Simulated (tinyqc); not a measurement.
From one set of inputs to another, one input at a time: composition and strain of an epitaxial Si(1-x)Ge(x) layer from Raman and X-ray peaks. Computed by tinyqc, a small Python program. Command: `OMP_NUM_THREADS=1 python tinyqc.py 3016399 3016400 out.jsonl epiraman ladder`. One thread of a shared host (Intel(R) Xeon(R) Processor @ 2.30GHz), about 0.01 s of CPU time with the checks.

A (001) layer, biaxially strained in the plane. The Raman peaks follow empirical lines omega = w0 + c1 x + c3 x^3 + b eps (c3 for Si-Ge alone), with eps the in-plane strain.

The inputs printed are set A. Inputs not listed in the table keep their values of set A, so the rows need not describe a real material.

Inputs (values chosen for the exercise, modelled on silicon-germanium):
```
quantity,value,unit
Ge fraction x,0.33,-
degree of relaxation R,0.27,-
Ge fraction y of the buffer,0.2,-
lattice constant of Si,5.431,angstrom
lattice constant of Ge,5.658,angstrom
bowing B,0.028,angstrom
2 C12/C11 of Si,0.77,-
2 C12/C11 of Ge,0.748,-
Si-Si: w0,520.3,1/cm
Si-Si: c1,-70,1/cm
Si-Si: strain coefficient b,-752,1/cm
Si-Ge: w0,400.3,1/cm
Si-Ge: c1,25.6,1/cm
Si-Ge: c3,-33.9,1/cm
Si-Ge: strain coefficient b,-582,1/cm
Ge-Ge: w0,280.5,1/cm
Ge-Ge: c1,18.5,1/cm
Ge-Ge: strain coefficient b,-479,1/cm
```

Substrate: relaxed alloy buffer.

Method:
- Relaxed lattice constant a(x) = a_Si + (a_Ge - a_Si) x - B x (1 - x).
- In-plane constant a_par = a_sub + R (a(x) - a_sub); eps = a_par/a(x) - 1; eps_perp = -(2 C12/C11) eps with 2 C12/C11 linear in x; a_perp = a(x) (1 + eps_perp). The buffer has a_sub = a(y).
- Insert x and eps in the three lines; the strain part is b eps.

Each row keeps all changes above it:
```
input moved,from,to,in-plane strain eps (per mille),Si-Si peak (1/cm),Si-Ge peak (1/cm)
set A,-,-,-3.6899,499.97,409.68
bowing B (angstrom),0.028,0.025,-3.7138,499.99,409.69
Ge fraction y of the buffer,0.2,0.05,-7.8596,503.11,412.10
2 C12/C11 of Si,0.77,0.778,-7.8596,503.11,412.10
Ge-Ge: strain coefficient b (1/cm),-479,-423,-7.8596,503.11,412.10
Ge fraction x,0.33,0.17,-3.3254,510.90,406.42
degree of relaxation R,0.27,0.17,-3.7810,511.24,406.69
Si-Si: c1 (1/cm),-70,-64,-3.7810,512.26,406.69
```

Where does the difference come from?

In-plane strain eps goes from -3.69 to -3.78, -0.0911 in all. The largest single move comes from Ge fraction x (+4.53), but it runs against the net change; the largest move in the direction of the net change is Ge fraction y of the buffer (-4.15). Si-Si peak goes from 500 to 512, a factor 1.025 in all. The largest single move comes from Ge fraction x (a factor 1.015). Si-Ge peak goes from 410 to 407, a factor 0.9927 in all. The largest single move comes from Ge fraction x (a factor 0.9862), and Ge fraction y of the buffer works against it (a factor 1.006). The single moves hold for this order of the switches; the total does not depend on the order.

Caution (rows Ge fraction x, degree of relaxation R, Si-Si: c1): near either end one of the like-atom peaks is weak, since its intensity follows the number of such bonds.

Extremes, crossings and ranges named in words are read from the listed rows.
